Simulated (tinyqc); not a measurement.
From results back to parameters: eight-band Kane k.p model. Three cases, with inputs chosen for the exercise.

Problem. In the Kane model 1/m = A_r + Ep (Eg + 2 Dso/3)/(Eg (Eg + Dso)) and the Roth formula gives g* = 2 - 2 Ep Dso/(3 Eg (Eg + Dso)). The mass and the g factor below were computed from hidden Ep and Dso.

Case 1.

Values chosen (out of a larger set: near those of CdTe; not measured data): Eg = 1.604 eV (gap at Gamma to the s-like level); A_r = -0.4 (remote-band term in 1/m).

m = 0.1003480 m0
g* = -0.83544

Case 2.

Values chosen (out of a larger set: near those of InAs; not measured data): Eg = 0.425 eV (gap at Gamma to the s-like level); A_r = -0.4 (remote-band term in 1/m).

m = 0.0230090 m0
g* = -15.21854

Case 3.

Values chosen (out of a larger set: near those of InP; not measured data): Eg = 1.424 eV (gap at Gamma to the s-like level); A_r = -0.2 (remote-band term in 1/m).

m = 0.0714394 m0
g* = 1.32271

Find: X; Y; Ep; Dso.

Solution. Let X = 1/m - A_r and Y = (2 - g*)/2. Then X + Y = Ep/Eg and X - 2 Y = Ep/(Eg + Dso).

Case 1.

X = 10.365
Y = 1.418
Ep = 18.90 eV
Dso = 0.906 eV

Case 2.

X = 43.861
Y = 8.609
Ep = 22.30 eV
Dso = 0.412 eV

Case 3.

X = 14.198
Y = 0.339
Ep = 20.70 eV
Dso = 0.107 eV

Computed by tinyqc, one run a case: `OMP_NUM_THREADS=1 python tinyqc.py N N+1 out.jsonl` with N = 1080496, 1080499, 1080518; one thread of a shared Intel(R) Xeon(R) Processor @ 2.30GHz, about 0.02 s a run at most.
